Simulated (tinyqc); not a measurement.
Worked calculation: gas flow in a process chamber: flow regimes, conductance, effective pumping speed, pump-down, outgassing and purge. Computed by tinyqc, a small Python program that keeps every step. Command: `OMP_NUM_THREADS=1 python tinyqc.py 3120135 3120136 out.jsonl pump walk`. One thread of a shared host (Intel(R) Xeon(R) Processor @ 2.30GHz), about 0.09 s of CPU time with the checks. Intermediate numbers are printed to about 6 digits and carried at full precision; extremes and crossings named in words are read from the listed rows.

Ideal gas, isothermal flow, a pump of constant speed at the end of a round pipe; process gas, volume gas and outgassing are given the same properties. 1 sccm = 101325 Pa x 1e-6 m^3/60 s x T/273.15 K.

Inputs (values chosen for the exercise, modelled on hydrogen near room temperature): molar mass M = 2.016 g/mol; molecular diameter = 0.27 nm; viscosity eta = 8.9 micropascal s; temperature T = 350 K; chamber volume V = 87 L; wall area = 2.6 m^2; pipe diameter d = 16 cm; pipe length l = 160 cm; pump speed S = 1700 L/s; process gas flow = 390 sccm; outgassing rate after 1 h = 2.4e-06 Pa m^3/(s m^2); outgassing exponent n = 1.2; starting pressure p0 = 1600 Pa; target base pressure = 6e-06 Pa.

Constants: k_B = 1.380649e-23 J/K; u = 1.6605390666e-27 kg.

## Molecular flow

Mean speed c = sqrt(8 k_B T/(pi m)); aperture conductance C_a = c pi d^2/16; molecular pipe C_m = C_a/(1 + 3 l/(4 d)) (Dushman form); viscous pipe C_v = pi d^4 p_mean/(128 eta l); Knudsen interpolation C = C_v + C_m (1 + x)/(1 + 1.24 x), x = d p_mean sqrt(m/(k_B T))/eta. Effective speed 1/S_eff = 1/S + 1/C_m; time constant V/S_eff; pressure at which the free path k_B T/(sqrt2 pi d_m^2 p) equals d.

mean speed c = 1917.24 m/s

C_a = 9637.09 L/s

C_m = 1133.77 L/s

S_eff in molecular flow = 680.159 L/s

time constant = 0.127911 s

pressure where the free path equals d = 0.0932479 Pa

The pipe passes on 40 % of the pump speed.

## Process pressure

Steady flow: the pump inlet is at p_2 = Q/S, and the chamber pressure p_1 solves Q = C((p_1 + p_2)/2) (p_1 - p_2). Residence time = p_1 V/Q. Knudsen number = free path at the mean pressure over d.

throughput Q = 843.911 Pa L/s

p_2 = 0.496418 Pa

chamber pressure p_1 = 0.975713 Pa

conductance C = 1760.74 L/s

residence time = 0.100588 s

Knudsen number = 0.126684

The flow in the pipe is transitional.

## Purging a well-mixed chamber

With steady flow a contaminant decays as exp(-t/residence time); gas used = flow x time.

time to dilute 1e3 times = 0.694834 s

time to dilute 1e6 times = 1.38967 s

gas used for 1e6 = 9.03285 standard cm^3

## Pump-down curve

Pump-down: V dp/dt = -S_eff(p) p + q(t) A, with S_eff = S p_2/p, where p_2 solves C((p + p_2)/2) (p - p_2) = S p_2 at each moment, and q(t) = q_1 (1 h/(t + 10 s))^n; integrated adaptively. At long times p = q(t) A/S_eff. S_eff(p) is tabulated at 260 pressures and interpolated in ln p. Comparison columns: p0 exp(-t/time constant) with the molecular S_eff (0 below 1e-26 p0), and the outgassing limit.

Pressure against time:
```
t (s)        p (Pa)  S_eff (L/s)  volume gas only (Pa)  outgassing limit (Pa)
0.3     5.86337e+00      1363.16           1.53298e+02            1.03450e-02
1       2.13690e-02       668.99           6.43933e-01            9.56018e-03
3       7.98000e-03       675.00           1.04300e-07            7.82357e-03
10      4.72464e-03       676.93                     0            4.66553e-03
30      2.04307e-03       678.70                     0            2.03079e-03
100     6.04446e-04       679.72                     0            6.03206e-04
300     1.74101e-04       680.03                     0            1.73982e-04
1000    4.21733e-05       680.13                     0            4.21649e-05
3600    9.14432e-06       680.15                     0            9.14384e-06
20000   1.17124e-06       680.16                     0            1.17123e-06
100000  1.69858e-07       680.16                     0            1.69858e-07
```

From t = 3 s on the pressure is within 20 % of the outgassing limit, which falls only as (t + 10 s)^-1.2: walls, not volume, set the time to base pressure. Early on viscous flow raises S_eff to 1360 L/s, 2.0 times its molecular value.

## Time to base pressure

From the outgassing limit: t = 1 h x (q_1 A/(S_eff p_target))^(1/n) - 10 s; monolayer time at the target = 1e19 m^-2 x 4 k_B T/(p c) for unit sticking.

time to the target = 1.42180 h

monolayer time = 16.8029 s

Checks made by the program: throughput from C and the pressure drop (relative difference below 1e-10).
